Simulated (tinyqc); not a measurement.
# Zener tunnelling in a reverse-biased junction, two-band WKB: effect of the band gap with the mass tied to it

Abrupt p-n junction, depletion approximation. Energies E are counted from the conduction-band edge of the neutral n side; its Fermi level lies at dn, that of the p side at dn - V, and the valence-band edge of the neutral p side at Em = dn + dp - V. Tunnelling needs 0 < E < Em. Two-band dispersion with equal masses m: inside the gap kappa = sqrt(m u (1 - u/Eg)/C), u the distance from a band edge, C = hbar^2/(2 m0).

The mass follows the gap, m = 0.044 Eg/0.671 eV, as in a two-band model with a fixed matrix element; Nc, Nv and eps_r are held. Nd = Nc F12(dn/Vt), Na = Nv F12(dp/Vt), F12(x) = (2/sqrt(pi)) int_0^infinity sqrt(u)/(1 + exp(u - x)) du; dn = EF - Ec on the n side, dp = Ev - EF on the p side (negative outside the bands); Vbi = Eg + dn + dp. W = sqrt(2 eps0 eps_r (Vbi - V)(1/Na + 1/Nd)/q), mean field F = (Vbi - V)/W, peak field 2 F. In a uniform field F the exponent is S = pi sqrt(m/C) Eg^1.5/(4 F). Transverse energy Et = C kt^2/m raises it to S (1 + 4 Et/Eg), so T = exp(-S) exp(-Et/Eb) with Eb = Eg/(4 S). KJ = (2 q^2/h) m/(4 pi C) (times 1e14 for A/cm^2 per eV^2). J = KJ exp(-S) Eb times the integral from 0 to Em of [f(E - dn) - f(E - dn + V)] [1 - exp(-min(E, Em - E)/Eb)] dE, f(x) = 1/(1 + exp(x/Vt)), with S and Eb from the mean field; J > 0 flows from p to n.

Inputs (values chosen for the exercise); band and dielectric values close to those of germanium: temperature T = 350 K; relative permittivity eps_r = 16.3; conduction-band density of states at 350 K Nc = 1.3e19 cm^-3; valence-band density of states at 350 K Nv = 7.54e18 cm^-3; band-edge mass of the two-band model m = 0.044 m0; acceptor density Na = 1.4e19 cm^-3; donor density Nd = 7e17 cm^-3; bias of the p side V = -1.4 V.

Constants: q = 1.602176634e-19 C, kB = 1.380649e-23 J/K, hbar = 1.054571817e-34 J s, h = 6.62607015e-34 J s, m0 = 9.1093837015e-31 kg, Vt = kB T/q, eps0 = 8.8541878128e-14 F/cm where lengths are in cm, hbar^2/(2 m0) = 0.0380998212 eV nm^2. Results are converted to the units shown.

Effect of the band gap with the mass tied to it:

| Eg (eV) | Vbi (V) | mean field (MV/cm) | S | J (A/cm^2) | S at fixed m |
|---|---|---|---|---|---|
| 0.34 | 0.2904 | 0.2501 | 4.762 | -7.043e4 | 6.690 |
| 0.43 | 0.3804 | 0.2567 | 7.422 | -5075 | 9.272 |
| 0.53 | 0.4804 | 0.2638 | 10.97 | -150.2 | 12.35 |
| 0.62 | 0.5704 | 0.2700 | 14.67 | -3.824 | 15.26 |
| 0.72 | 0.6704 | 0.2768 | 19.30 | -0.03830 | 18.63 |
| 0.81 | 0.7604 | 0.2827 | 23.91 | -3.891e-4 | 21.76 |
| 0.91 | 0.8604 | 0.2892 | 29.50 | -1.483e-6 | 25.33 |
| 1.01 | 0.9604 | 0.2955 | 35.56 | -3.533e-9 | 28.99 |

What does the comparison show?

S rises from 4.76 to 35.6, as Eg^(1.85), against Eg^(1.35) at fixed m; at a fixed field the powers would be 2 and 1.5, and the field grows with Vbi. |J| falls from 70400 to 3.53e-9 A/cm^2.

Range of the model: The two-band model describes a direct gap; phonon-assisted tunnelling across an indirect gap is left out. Parabolic densities of states, no band tails and no gap narrowing, all of which matter at such doping.

Numbers from tinyqc (`OMP_NUM_THREADS=1 python tinyqc.py 2620082 2620083 out.jsonl`; about 0.01 s on one thread of a shared Intel Xeon 2.30GHz).
